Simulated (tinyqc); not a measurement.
Conduction-band offset of an n-N heterojunction from carrier-profile moments: one step of the calculation.

Layer 1 (x < 0) accumulates electrons and layer 2 (x > 0) is depleted. Boltzmann statistics. The bands bend down by V1 in layer 1 and up by V2 in layer 2, with V1 + V2 = VD = dE + Vt ln[(N2/Nc2)/(N1/Nc1)].

Task. Offset from the moments. A C-V profile smears n(x) but keeps its zeroth and first moments: si = -int (N - n) dx, VD = (q/(eps0 eps_r)) int (N - n) x dx, dE = VD - Vt ln[(N2/Nc2)/(N1/Nc1)]. Use the trapezoidal rule on each side.

Values chosen for this exercise; values of the order of III-V alloys:
```
symbol,value,unit,meaning
T,300,K,temperature
eps_r,12.2,,relative permittivity of both layers
Nc1,5.9e17,cm^-3,density of states of the narrow-gap layer 1
Nc2,8.3e17,cm^-3,density of states of the wide-gap layer 2
dE,0.28,eV,conduction-band offset
N1,1.5e16,cm^-3,donor density in layer 1
N2,6e16,cm^-3,donor density in layer 2
si,0,cm^-2,fixed charge at the interface
```

Constants: q = 1.602176634e-19 C, kB = 1.380649e-23 J/K, Vt = kB T/q, eps0 = 8.8541878128e-14 F/cm where lengths are in cm. Results are converted to the units shown.

```
left point  -x (nm)  n in layer 1 (cm^-3)
0                 0            5.08971e17
1             0.788            4.29837e17
2              4.78            2.20511e17
3              13.7            8.98495e16
4                29            4.09390e16
5              51.8            2.40181e16
6              83.1            1.79408e16
7               124            1.58134e16
8               176            1.51721e16
9               239            1.50269e16
```

```
right point  x (nm)  n in layer 2 (cm^-3)
0                 0            1.41621e13
1              10.6            1.26730e14
2              26.1            1.56126e15
3              44.3            1.08049e16
4              64.3            3.18270e16
5                86            4.95642e16
6               109            5.70319e16
7               133            5.92553e16
8               158            5.98271e16
9               185            5.99645e16
```

Find: si; VD; dE.

Result.

si = 3.748e10 cm^-2
VD = 0.3059 V
dE = 0.2789 eV

On these few points dE comes out -1.1 meV from the true 0.28 eV, and si misses by 3.7e10 cm^-2, 9.6 % of Q1.

Computed by the program tinyqc: `OMP_NUM_THREADS=1 python tinyqc.py 2410040 2410041 out.jsonl`, one thread of a shared Intel Xeon 2.30GHz, about 0.08 s for the whole run.
